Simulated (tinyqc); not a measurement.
A ladder of methods, and size consistency: correlation methods against full CI in the 6-311g basis, for H2, spin multiplicity 1. Computed by the program tinyqc with PySCF. All electrons correlated; +Q is the Davidson correction (1 - c0^2) E_corr. The last columns treat two copies 100 angstrom apart as one system. FCI is the lowest singlet.

Geometry (angstrom):
```
atom,x,y,z
H,0.0000,0.0000,0.0000
H,0.0000,0.0000,0.7080
```

RHF energy of one = -1.127620 hartree

Correlation energies (hartree):
```
method,E_corr of one,share of FCI (%),E_corr of two at 100 angstrom,two minus twice one (mhartree)
MP2,-0.017648,70.9465,-0.035296,0.0000
CISD,-0.024875,100.0000,-0.049077,0.6739
CISD+Q,-0.025222,101.3954,-0.050385,0.0595
CCSD,-0.024875,100.0000,-0.049751,0.0000
CCSD(T),-0.024875,100.0000,-0.049751,0.0000
FCI,-0.024875,100.0000,-,-
```

What does the comparison show, and why?

MP2 recovers 71 %, CISD 100.0 % and CCSD 100.0 % of the FCI value (c0^2 = 0.986 in CISD). MP2 and coupled cluster are size consistent, so their last column vanishes; CISD loses 0.67 mhartree, since a double excitation on each copy is a quadruple of the pair, and the Davidson correction leaves +0.06. With two electrons, or one virtual orbital, CISD and CCSD are exact for one copy, so +Q overshoots there.
